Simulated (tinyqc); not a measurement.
Bandgap voltage reference from two bipolar transistors: one step of the calculation.

Two transistors of area 1 and N carry the same current I. Is(T) = Is (T/T0)^eta exp[(Vg0 q/kB)(1/T0 - 1/T)], VBE1 = Vt ln(I/Is(T)) + I rb, VBE2 = Vt ln(I/(N Is(T))) + I rb/N. The amplifier forces I R1(T) = VBE1 - VBE2 + Vos, with R(T) = R (1 + tc (T - T0)) for both resistors, and the output is Vref = VBE1 + I R2(T). Base currents and the Early effect are neglected.

Question. Operating point at the reference temperature. Vt = kB T/q; I = (Vt ln N + Vos)/(R1(T) - rb (1 - 1/N)). Evaluate at T = T0.

Values chosen for this exercise; values of the order met in silicon bipolar transistors: reference temperature T0 = 300 K; band-gap voltage extrapolated to 0 K Vg0 = 1.202 V; temperature exponent of the saturation current eta = 3.5; saturation current of the unit transistor at T0 Is = 1.1e-18 A; area ratio of the second transistor N = 15; resistor across which the difference of VBE falls, at T0 R1 = 30 kohm; temperature coefficient of both resistors tc = 0 ppm/K; offset of the amplifier Vos = 2.9 mV; series resistance of the unit transistor rb = 0 ohm; output resistor at T0 R2 = 242 kohm.

Constants: q = 1.602176634e-19 C, kB = 1.380649e-23 J/K. Results are converted to the units shown.

Give: Vt; I; Is(T); VBE1; I R2; Vref.

Answer.

Vt = 0.025852 V
I = 2.4303 uA
Is(T) = 1.1000e-18 A
VBE1 = 0.73481 V
I R2 = 0.58813 V
Vref = 1.3229 V

tinyqc, about 0.03 s, one thread, Intel Xeon 2.30GHz (shared host): `OMP_NUM_THREADS=1 python tinyqc.py 2062132 2062133 out.jsonl`
